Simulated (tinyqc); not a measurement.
## Delay unit and parasitic delay from two ring oscillators

Problem. A ring of 51 inverters oscillates at 1/(2 x 51 d), with stage delay d = tau (h + p) for fan-out h. Find tau, p and the delay at fan-out 4.

frequencies of 51-stage ring oscillators with fan-out 2 and 5 (GHz): [0.40536026, 0.21798263]

Solution. d is a straight line in h with slope tau and intercept tau p.

tau = 6.93 ps
p = 1.49
delay at fan-out 4 = 38.0 ps

Program tinyqc, `OMP_NUM_THREADS=1 python tinyqc.py 2082099 2082100 out.jsonl`; Intel Xeon 2.30GHz, shared host, one thread, about 0.01 s.
